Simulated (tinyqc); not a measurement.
Bias-temperature instability from a Gaussian distribution of capture and emission barriers: one step, computed by the program tinyqc.

Each trap has a capture time tau_0 exp(E_c/(k_B T)) under stress and an emission time tau_0 exp(E_e/(k_B T)) after it. E_c is Gaussian, and E_e = E_c + d with d Gaussian and independent. A trap counts as filled once t_s exceeds its capture time and as emptied once t_r exceeds its emission time.

Problem. Stress. Demarcation energies E_s = k_B T ln(t_s/tau_0), E_r = k_B T ln(t_r/tau_0); mean barrier mu = mu_c - k_F F; z = (E_s - mu)/sigma_c; Phi is the standard normal distribution. Temperatures in kelvin are T(C) + 273.15. Shift without recovery dV0 = V_max Phi(z); local time exponent n = d ln dV0/d ln t_s = (k_B T/sigma_c) exp(-z^2/2)/(sqrt(2 pi) Phi(z)); apparent activation energy n E_s.

Inputs (values chosen for the exercise, for a model p-channel transistor): shift with all traps filled V_max = 70 mV; mean capture barrier at zero field mu_c = 1.8 eV; spread of capture barriers sigma_c = 0.29 eV; lowering of mu_c per field k_F = 0.033 eV/(MV/cm); oxide field F = 6.1 MV/cm; time constant tau_0 = 2e-09 s; temperature T = 150 C; stress time t_s = 3 s.

Constants: k_B = 8.617333262e-05 eV/K.

Give: E_s; mean barrier mu; z; shift without recovery dV0; time exponent n; apparent activation energy.

Solution.

E_s = 0.7704 eV

mean barrier mu = 1.5987 eV

z = -2.856

shift without recovery dV0 = 0.1501 mV

time exponent n = 0.3960

apparent activation energy = 0.3051 eV

The stress has filled 0.21 % of the traps. The apparent energy 0.305 eV is only the share n of the barriers near 0.77 eV that are being crossed.
